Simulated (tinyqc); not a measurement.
Worked calculation: one-electron ion in a basis of Gaussians. One step of it, computed by the program tinyqc.

Problem. Generalised eigenproblem. Solve H C = S C e through S^(-1/2); each column has its largest component positive (the first on a tie).

H = T + V (hartree), lower triangle:
```
           1          2           3          4          5           6           7
1  -5.024450
2  -5.602154  -6.593531
3  -5.582286  -7.159796   -5.679183
4  -5.018219  -7.777694   -5.457914   6.103904
5  -4.198246  -7.584021   -8.370611   9.861959  55.379935
6  -3.374924  -6.665144  -10.224228  -0.420795  71.435380  222.884386
7  -2.657481  -5.508208  -10.014084  -9.813008  38.688966  277.853502  747.482798
```

S, lower triangle:
```
          1         2         3         4         5         6         7
1  1.000000
2  0.819551  1.000000
3  0.490592  0.819596  1.000000
4  0.248569  0.490611  0.819570  1.000000
5  0.117489  0.248605  0.490627  0.819612  1.000000
6  0.054104  0.117498  0.248597  0.490640  0.819584  1.000000
7  0.024684  0.054107  0.117492  0.248600  0.490603  0.819575  1.000000
```

Give: eigenvalues of S; eigenvalues; coefficients.

Solution.

eigenvalues of S: 0.0116  0.0379  0.1174  0.3347  0.8717  1.9946  3.6321

eigenvalues (hartree): -7.9983  -1.2052  9.3708  46.8629  166.5639  540.3237  1731.9388

coefficients:
```
        1        2        3        4        5        6        7
1  0.1746   1.6629  -1.3506   0.6711  -0.3388   0.1786  -0.0954
2  0.5020  -1.2273   3.1042  -2.1584   1.1424  -0.5981   0.3167
3  0.3127  -0.0019  -2.2668   3.5735  -2.4104   1.3011  -0.6827
4  0.1100  -0.1365   0.2859  -2.7337   3.6460  -2.4027   1.2882
5  0.0351   0.0005  -0.1661   0.4621  -2.8904   3.5146  -2.2430
6  0.0072  -0.0098   0.0254  -0.1568   0.5204  -2.7606   3.1465
7  0.0041  -0.0012  -0.0110   0.0175  -0.1174   0.3457  -2.2567
```

For Z = 4 and l = 0 the exact lowest level is -Z^2/(2 n^2) with n = l + 1: -8.000000 hartree.
